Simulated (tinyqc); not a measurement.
Inside a calculation. Method: coherent transport through a tight-binding region between two chains. Computed by tinyqc, a small Python program that keeps every step. Settings: temperature = 77, mu = -0.35. Command: `OMP_NUM_THREADS=1 python tinyqc.py 24279 24280 out.jsonl` (the two numbers bound the seeds that draw the settings). One thread of a shared host (Intel(R) Xeon(R) Processor @ 2.60GHz), about 0.08 s of CPU time with the checks.

## Transmission at E = -0.55 eV

H of the central region (eV):
```
         1        2        3        4        5        6
1  -0.7000  -0.6700   0.0000   0.0000   0.0000   0.0000
2  -0.6700  -0.6100  -0.7300   0.0000   0.0000   0.0000
3   0.0000  -0.7300  -0.8500  -1.3000   0.0000   0.0000
4   0.0000   0.0000  -1.3000  -0.0400  -1.3000   0.0000
5   0.0000   0.0000   0.0000  -1.3000   0.7000  -1.3000
6   0.0000   0.0000   0.0000   0.0000  -1.3000   0.6900
```

Leads: semi-infinite chains with site energy 0:

| parameter | value |
|---|---|
| lead hopping t (eV) | 1.020000 |
| coupling to the left lead (eV) | 1.160000 |
| coupling to the right lead (eV) | 0.500000 |
| left contact site | 1 |
| right contact site | 6 |

E = -0.5500 eV

Surface Green function g = (E - i sqrt(4 t^2 - E^2)) / (2 t^2); self-energy tc^2 g on each contact site; G = (E - H - Sigma)^(-1); Gamma = -2 Im Sigma; T = Gamma_L Gamma_R |G_LR|^2; local density of states -Im G_ii / pi.

g = -0.2643-0.9441i 1/eV

G (1/eV):
```
                 1                2                3                4
1   0.2911-0.4897i   0.3443-0.1824i  -0.2955+0.4645i  -0.1251-0.0048i
2   0.3443-0.1824i  -0.6056-0.5151i   1.1037+0.2097i   0.0854+0.2409i
3  -0.2955+0.4645i   1.1037+0.2097i   0.1805-0.4435i   0.1078-0.0154i
4  -0.1251-0.0048i   0.0854+0.2409i   0.1078-0.0154i  -0.0728-0.1317i
5   0.2464-0.4663i  -1.0702-0.1152i  -0.1382+0.4375i   0.6328-0.0362i
6   0.3621-0.4436i  -1.1144-0.3517i  -0.2407+0.4361i   0.6813+0.0968i

                 5                6
1   0.2464-0.4663i   0.3621-0.4436i
2  -1.0702-0.1152i  -1.1144-0.3517i
3  -0.1382+0.4375i  -0.2407+0.4361i
4   0.6328-0.0362i   0.6813+0.0968i
5   0.3865-0.4517i   0.5080-0.3981i
6   0.5080-0.3981i  -0.1929-0.4796i
```

local density of states (1/eV): 0.1559  0.1640  0.1412  0.0419  0.1438  0.1527

transmission = 0.3932

## Transmission across the band

The same steps on a grid of energies.

T(E):

| E (eV) | T |
|---|---|
| -1.938000 | 0.0182 |
| -1.744200 | 0.0183 |
| -1.550400 | 0.0279 |
| -1.356600 | 0.0626 |
| -1.162800 | 0.2270 |
| -0.969000 | 0.8723 |
| -0.775200 | 0.5383 |
| -0.581400 | 0.3909 |
| -0.387600 | 0.5035 |
| -0.193800 | 0.7409 |
| 0.000000 | 0.4049 |
| 0.193800 | 0.1745 |
| 0.387600 | 0.1089 |
| 0.581400 | 0.1045 |
| 0.775200 | 0.1832 |
| 0.969000 | 0.5677 |
| 1.162800 | 0.0675 |
| 1.356600 | 0.0129 |
| 1.550400 | 0.0040 |
| 1.744200 | 0.0015 |
| 1.938000 | 4.04e-04 |

levels of the isolated region (eV): -2.3033  -1.3407  -0.6889  0.0972  0.9377  2.4880

## Current

I = (2e/h) int T(E) [f(E - mu - V/2) - f(E - mu + V/2)] dE at 77 K with mu = -0.35 eV, the bias not changing H; 2e^2/h = 77.48092 microsiemens; the integral runs over the band on 4001 points.

Current:

| V (volt) | I (microampere) |
|---|---|
| 0.0100 | 0.4295 |
| 0.0500 | 2.1492 |
| 0.1000 | 4.3099 |
| 0.2000 | 8.6944 |
| 0.4000 | 17.5276 |
| 0.8000 | 32.0251 |
